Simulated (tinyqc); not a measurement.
Plane-wave Kohn-Sham cycle with exchange-only LDA in a layered model solid, step by step. One step of it, computed by the program tinyqc.

Problem. Iteration 1: potential. V_H(G) = 4 pi rho(G)/G^2 for G != 0 (uniform background); v_x = -(3 rho/pi)^(1/3); V = V_ext + V_H + v_x; Fourier components f(G_m) = (1/N) sum_j f(x_j) exp(-i G_m x_j).

A solid whose potential varies along x alone (atomic units):
```
parameter                      value
period a                    8.300000
cross-section of the cell  33.000000
electrons per cell                 4
grid points                       16
plane waves -n..n, n               2
k points                           3
V1 in V1 cos(2 pi x/a)     -0.260000
```

density at the start, on the grid x_j = j a/N (e/bohr^3): [0.01460387, 0.01460387, 0.01460387, 0.01460387, 0.01460387, 0.01460387, 0.01460387, 0.01460387, 0.01460387, 0.01460387, 0.01460387, 0.01460387, 0.01460387, 0.01460387, 0.01460387, 0.01460387]

Give: Potentials on the grid; V(G_m), m = 0, 1, 2, ....

Solution.

Potentials on the grid (hartree):
```
x         V_ext     V_H      v_x          V
0.0000  -0.2600  0.0000  -0.2407    -0.5007
0.5188  -0.2402  0.0000  -0.2407    -0.4809
1.0375  -0.1838  0.0000  -0.2407    -0.4245
1.5562  -0.0995  0.0000  -0.2407    -0.3402
2.0750        0  0.0000  -0.2407    -0.2407
2.5938   0.0995  0.0000  -0.2407    -0.1412
3.1125   0.1838  0.0000  -0.2407    -0.0569
3.6313   0.2402  0.0000  -0.2407  -4.93e-04
4.1500   0.2600  0.0000  -0.2407     0.0193
4.6688   0.2402  0.0000  -0.2407  -4.93e-04
5.1875   0.1838  0.0000  -0.2407    -0.0569
5.7062   0.0995  0.0000  -0.2407    -0.1412
6.2250        0  0.0000  -0.2407    -0.2407
6.7438  -0.0995  0.0000  -0.2407    -0.3402
7.2625  -0.1838  0.0000  -0.2407    -0.4245
7.7812  -0.2402  0.0000  -0.2407    -0.4809
```

V(G_m), m = 0, 1, 2, ... (hartree): [-0.2407, -0.1300, 0.0000, 0.0000, 0.0000]
